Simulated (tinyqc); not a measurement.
Thermal boundary conductance by the acoustic and diffuse mismatch models: one step, computed by the program tinyqc. Command: `OMP_NUM_THREADS=1 python tinyqc.py 3015965 3015966 out.jsonl kapitza walk`. One thread of a shared host (Intel(R) Xeon(R) Processor @ 2.30GHz), about 0.01 s of CPU time with the checks.

Each side has one longitudinal and two transverse Debye branches, omega = v q up to q_D = (6 pi^2 n)^(1/3), with n counting all atoms. Scattering at the interface is elastic. Electrons are left out of G, also for metals. Melting is ignored. G refers to the temperatures of the phonons sent towards the interface. Linear branches over all atoms overstate G at high T, most for crystals with several atoms a cell.

Task: Boundary conductance. G = (k_B^4 T^3/(8 pi^2 hbar^3)) int W(x) x^4 e^x/(e^x - 1)^2 dx, x = hbar omega/(k_B T). Acoustic mismatch: W = sum over the three branches of alpha(1 to 2)/v_1^2, each up to the lower of its two cut-offs. Diffuse mismatch: W = S_1 S_2/(S_1 + S_2), where S_i sums 1/v^2 over the branches of side i still below their cut-off. Radiation limit: W = min(S_1, S_2). The integral is split at the four cut-offs (64 Gauss-Legendre points a piece, x at most 45). Boundary resistance R = 1/G and Kapitza length kappa_2/G use the diffuse value.

Inputs (values chosen for the exercise, modelled on copper (side 1) and aluminium nitride (side 2)): conductivity kappa_2 = 305 W/(m K); temperature T = 4.2 K.

Structure: film on a substrate.

Branches:
```
branch     v (m/s)  cut-off (K)  Z (1e6 kg/(m^2 s))
L, side 1     5030      660.245             45.4209
T, side 1     2450      321.590             22.1235
L, side 2    11100     1514.752             36.8520
T, side 2     6080      829.702             20.1856
```

Transmission:
```
branch  t at normal incidence  largest angle from side 1 (deg)  alpha, 1 to 2  alpha, 2 to 1
L                   0.9891523                         26.94617      0.1948679      0.9489650
T                   0.9979020                         23.76339      0.1466540      0.9031688
```

Constants: k_B = 1.380649e-23 J/K; hbar = 1.054571817e-34 J s.

Give: G, acoustic mismatch; G, diffuse mismatch; G, radiation limit; boundary resistance R; Kapitza length in side 2.

Result:

G, acoustic mismatch = 0.04272 MW/(m^2 K)

G, diffuse mismatch = 0.04026 MW/(m^2 K)

G, radiation limit = 0.04698 MW/(m^2 K)

boundary resistance R = 24836 m^2 K/GW

Kapitza length in side 2 = 7.575e+06 nm

The diffuse value is 0.94 times the acoustic one and 86 % of the radiation limit. Diffuse scattering lowers G here: it sends back a share of the phonons that specular transmission lets pass. Caution: kappa_2 is of room-temperature size, so the Kapitza length is only nominal at this T.
